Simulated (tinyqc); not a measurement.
Bandgap voltage reference from two bipolar transistors: two steps of the calculation.

Two transistors of area 1 and N carry the same current I. Is(T) = Is (T/T0)^eta exp[(Vg0 q/kB)(1/T0 - 1/T)], VBE1 = Vt ln(I/Is(T)) + I rb, VBE2 = Vt ln(I/(N Is(T))) + I rb/N. The amplifier forces I R1(T) = VBE1 - VBE2 + Vos, with R(T) = R (1 + tc (T - T0)) for both resistors, and the output is Vref = VBE1 + I R2(T). Base currents and the Early effect are neglected.

Parameters, values chosen for the exercise; values of the order met in silicon bipolar transistors:
- T0 = 300 K (reference temperature)
- Vg0 = 1.154 V (band-gap voltage extrapolated to 0 K)
- eta = 4.2 (temperature exponent of the saturation current)
- Is = 3.8e-16 A (saturation current of the unit transistor at T0)
- N = 10 (area ratio of the second transistor)
- R1 = 13 kohm (resistor across which the difference of VBE falls, at T0)
- tc = 0 ppm/K (temperature coefficient of both resistors)
- Vos = -3 mV (offset of the amplifier)
- rb = 0 ohm (series resistance of the unit transistor)
- R2 = 147.4 kohm (output resistor at T0)
- T = 273 K (temperature)

Constants: q = 1.602176634e-19 C, kB = 1.380649e-23 J/K. Results are converted to the units shown.

Task 1. Operating point at another temperature. Vt = kB T/q; I = (Vt ln N + Vos)/(R1(T) - rb (1 - 1/N)).

Wanted: Vt; I; Is(T); VBE1; I R2; Vref.

Result 1.

Vt = 0.02353 V
I = 3.936 uA
Is(T) = 3.093e-18 A
VBE1 = 0.6557 V
I R2 = 0.5802 V
Vref = 1.236 V

From T0 to T, VBE1 changes by 56.9 mV and I R2 by -60.7 mV, which leaves -3.80 mV in Vref.

Task 2. Resistor for zero slope at T0, ideal case. With tc = 0, Vos = 0 and rb = 0 the current is proportional to T, dVBE/dT = (VBE - Vg0 - (eta - 1) Vt)/T, and Vref has zero slope at T0 when Vref = Vg0 + (eta - 1) Vt0. Find VBE1, its slope, that Vref, R2/R1 and the curvature d2Vref/dT2 = -(eta - 1) kB/(q T0).

Find: VBE1; dVBE/dT; Vref; R2/R1; curvature.

Result 2.

VBE1 = 0.6001 V
dVBE/dT = -2.122 mV/K
Vref = 1.237 V
R2/R1 = 10.70
curvature = -0.9192 uV/K^2

Numbers from tinyqc (`OMP_NUM_THREADS=1 python tinyqc.py 2062073 2062074 out.jsonl`; about 0.02 s on one thread of a shared Intel Xeon 2.30GHz).
